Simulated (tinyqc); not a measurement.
From results back to parameters: delta-doped layer in the Thomas-Fermi potential. Three cases, with inputs chosen for the exercise.

Problem. The depth of the well was computed from a hidden sheet density.

All donors ionised in the plane z = 0, zero temperature, energies from the Fermi level EF of the Thomas-Fermi model, which lies at the bulk band edge; c = hbar^2/2m0, q = e^2/(4 pi eps0). Layer in a (001) plane: two valleys with m_z = ml, m_d = mt (unprimed) and four with m_z = mt, m_d = sqrt(ml mt) (primed); m3 = (ml mt^2)^(1/3), gv = 6. With n = (gv/3 pi^2)(m3 (-V)/c)^(3/2) and V'' = -(4 pi q/eps) n for z > 0, the solution is V = -b/(|z| + z0)^4 with sqrt(b) = 20/K, K = (4 pi q/eps)(gv/3 pi^2)(m3/c)^(3/2), and z0^5 = 4b/(e F0), e F0 = 2 pi q N/eps; 1e13/cm^2 = 1e-3/angstrom^2. Exchange and correlation are left out.

Constants: hbar^2/2m0 = 3.80998211 eV angstrom^2; e^2/(4 pi eps0) = 14.39964547 eV angstrom.

Case 1.

Values chosen (out of a larger set: near those of a delta-doped layer in Si; not measured data):
- ml = 0.918 m0 (longitudinal mass)
- mt = 0.188 m0 (transverse mass)
- eps = 11.5 (dielectric constant)

depth = 0.316493 eV

Case 2.

Values chosen (out of a larger set: near those of a delta-doped layer in Si; not measured data):
- ml = 0.939 m0 (longitudinal mass)
- mt = 0.192 m0 (transverse mass)
- eps = 11.4 (dielectric constant)

depth = 0.237482 eV

Case 3.

Values chosen (out of a larger set: near those of a delta-doped layer in Si; not measured data):
- ml = 0.91 m0 (longitudinal mass)
- mt = 0.186 m0 (transverse mass)
- eps = 11.9 (dielectric constant)

depth = 0.193741 eV

Find: b; z0; N.

Solution. b does not depend on N; z0 = (b/depth)^(1/4), e F0 = 4b/z0^5 and N = eps e F0/(2 pi q).

Case 1.

b = 6.706e+04 eV angstrom^4
z0 = 21.46 angstrom
N = 7.50 x 1e13/cm^2

Case 2.

b = 6.177e+04 eV angstrom^4
z0 = 22.58 angstrom
N = 5.30 x 1e13/cm^2

Case 3.

b = 7.401e+04 eV angstrom^4
z0 = 24.86 angstrom
N = 4.10 x 1e13/cm^2

Computed by tinyqc, one run a case: `OMP_NUM_THREADS=1 python tinyqc.py N N+1 out.jsonl` with N = 1281203, 1281318, 1281320; one thread of a shared Intel(R) Xeon(R) Processor @ 2.30GHz, about 0.2 s a run at most.
